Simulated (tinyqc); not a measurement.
Tight binding, dimerised chain, step by step. Computed by tinyqc, a small Python program that keeps every step. Settings: t1 = 2.06, t2 = 2.21, delta = 0.82, points = 12, cells = 3. Command: `OMP_NUM_THREADS=1 python tinyqc.py 30918 30919 out.jsonl` (the two numbers bound the seeds that draw the settings). One thread of a shared host (Intel(R) Xeon(R) Processor @ 2.60GHz), about 0.01 s of CPU time with the checks.

## Bloch Hamiltonian at k

Parameters chosen for this model:
```
parameter     value                      unit
t1         2.060000       eV, inside the cell
t2         2.210000         eV, between cells
delta      0.820000  eV, +/- on the two sites
```

k point k (2 pi / a): 0.040000

H_AA = +delta, H_BB = -delta, H_AB = -t1 - t2 exp(-i k a).

H(k) at k (eV):
```
                     A                    B
A             0.820000  -4.200569+0.549605i
B  -4.200569-0.549605i            -0.820000
```

## Levels at k

Diagonalise the Hermitian matrix.

eigenvalues (eV): -4.315002  4.315002

weights |c|^2 of the basis functions:
```
     band 1    band 2
A  0.404983  0.595017
B  0.595017  0.404983
```

## Bloch Hamiltonian at X

k point X (2 pi / a): 0.500000

As before.

H(k) at X (eV):
```
          A          B
A  0.820000   0.150000
B  0.150000  -0.820000
```

## Levels at X

As before.

eigenvalues (eV): -0.833607  0.833607

weights |c|^2 of the basis functions:
```
     band 1    band 2
A  0.008161  0.991839
B  0.991839  0.008161
```

## Bands along a path

The same steps at evenly spaced points between the labelled ones.

Bands along the path (eV):
```
k            band 1    band 2
G         -4.348023  4.348023
G-X 0.20  -4.143231  4.143231
G-X 0.40  -3.551586  3.551586
G-X 0.60  -2.643187  2.643187
G-X 0.80  -1.560076  1.560076
X         -0.833607  0.833607
```

With 1 band(s) filled, the highest filled level on these points lies at X and the lowest empty one at X: a gap of 1.6672 eV, direct.

## Berry (Zak) phase of the lower band

On 12 points k_j = j/N: phase = -Im ln of the product of <u_j|u_(j+1)>, closed with u_N = u_0 (the cell-periodic part is taken without the site positions). Single arguments depend on the phases chosen for the u_j; only their sum modulo 2 pi does not.

Overlaps:
```
j   |<u_j|u_j+1>|  argument (rad)
0        0.991154       -0.109443
1        0.991056       -0.108116
2        0.990727       -0.105015
3        0.989425       -0.098785
4        0.980645       -0.084944
5        0.884286       -0.045727
6        0.884286       -0.045727
7        0.980645       -0.084944
8        0.989425       -0.098785
9        0.990727       -0.105015
10       0.991056       -0.108116
11       0.991154       -0.109443
```

phase / pi, folded into (-1, 1] = 0.351434

## Open chain of 3 cells

H of the open chain (eV):
```
           1          2          3          4          5          6
1   0.820000  -2.060000   0.000000   0.000000   0.000000   0.000000
2  -2.060000  -0.820000  -2.210000   0.000000   0.000000   0.000000
3   0.000000  -2.210000   0.820000  -2.060000   0.000000   0.000000
4   0.000000   0.000000  -2.060000  -0.820000  -2.210000   0.000000
5   0.000000   0.000000   0.000000  -2.210000   0.820000  -2.060000
6   0.000000   0.000000   0.000000   0.000000  -2.060000  -0.820000
```

The same hoppings without the wrap-around bond.

levels (eV): -3.929684  -2.767860  -1.188586  1.188586  2.767860  3.929684

weights of the highest filled level on the sites: 0.087769  0.083442  0.051972  0.283216  0.015312  0.478290

The bulk gap runs from -0.8336 to 0.8336 eV; no level of this chain lies inside it.
